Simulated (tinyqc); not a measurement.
Thermal and gravitational stress in a wafer during furnace and rapid thermal processing, and the onset of slip: one step, computed by the program tinyqc. Command: `OMP_NUM_THREADS=1 python tinyqc.py 3017670 3017671 out.jsonl slip walk`. One thread of a shared host (Intel(R) Xeon(R) Processor @ 2.30GHz), about 0.01 s of CPU time with the checks.

A thin free disc in plane stress, isotropic; T(r) = T_centre + dT (r/R)^n with n = 2. Stress is positive in tension; sigma_SB = 5.670374419e-8 W/(m^2 K^4), g = 9.80665 m/s^2.

Problem. Thermal stress. With x = r/R: s_rr = alpha E dT (1 - x^n)/(n + 2), s_tt = alpha E dT [1 - (n + 1) x^n]/(n + 2).

Inputs (values chosen for the exercise, for a model wafer): Young's modulus E = 160 GPa; expansion alpha = 4.41 1e-6/K; edge less centre temperature dT = 40 K.

Temperature profile: parabolic.

Give: Temperature and stresses at r/R = 0, 0.3, 0.5, 0.7, 0.8, 0.9, 0.95, 1; hoop stress at the edge; r/R where s_tt = 0.

Solution.

Temperature and stresses at r/R = 0, 0.3, 0.5, 0.7, 0.8, 0.9, 0.95, 1:

| r/R | T - T_centre (K) | s_rr (MPa) | s_tt (MPa) |
|---|---|---|---|
| 0.00 | 0.0 | 7.05600 | 7.05600 |
| 0.30 | 3.6 | 6.42096 | 5.15088 |
| 0.50 | 10.0 | 5.29200 | 1.76400 |
| 0.70 | 19.6 | 3.59856 | -3.31632 |
| 0.80 | 25.6 | 2.54016 | -6.49152 |
| 0.90 | 32.4 | 1.34064 | -10.09008 |
| 0.95 | 36.1 | 0.68796 | -12.04812 |
| 1.00 | 40.0 | 0.00000 | -14.11200 |

hoop stress at the edge = -14.112 MPa

r/R where s_tt = 0 = 0.5774

The hot edge is squeezed; the edge stress is n times that at the centre in size.
